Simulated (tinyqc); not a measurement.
Kinetics of strain relaxation and threading dislocations in mismatched semiconductor layers: one step, computed by the program tinyqc. Command: `OMP_NUM_THREADS=1 python tinyqc.py 3030330 3030331 out.jsonl threading walk`. One thread of a shared host (Intel(R) Xeon(R) Processor @ 2.30GHz), about 0.01 s of CPU time with the checks.

60-degree dislocations on {111} planes of a (001) layer, isotropic elasticity. The Schmid factor is 1/sqrt(6), and a misfit segment relieves strain with b/2.

Task: Thick uniform layer and trapping in a trench. A separate case, a thick relaxed layer. Pair reactions during growth: d rho/dh = -K rho^2 with K = 2 r_A tan(psi) and threads inclined by psi = 45 degrees (the <110> lines of {111} planes), so rho = 1/(K H) for a layer that starts with far more threads than that, as highly mismatched layers do. In a trench along [110] a thread on {111} rises at 54.74 degrees across the width, and leaves through the wall below the height w tan(54.74 degrees) = sqrt(2) w; the share of threads, evenly spread over the floor, that reach the top is max(0, 1 - a/sqrt 2) for the aspect ratio a.

Inputs (values chosen for the exercise, modelled on Ge on Si): reaction radius r_A = 5.9 nm; final thickness of a thick uniform layer H = 0.73 micrometre; aspect ratio of a trench = 2.6.

Give: thread density at H; share that reaches the top.

Result:

thread density at H = 1.161e+10 1/cm^2

share that reaches the top = 0

The trench traps all threads that cross it; those that run along it are not trapped. Thickness alone needs 8500 micrometre for 1e6 /cm^2.
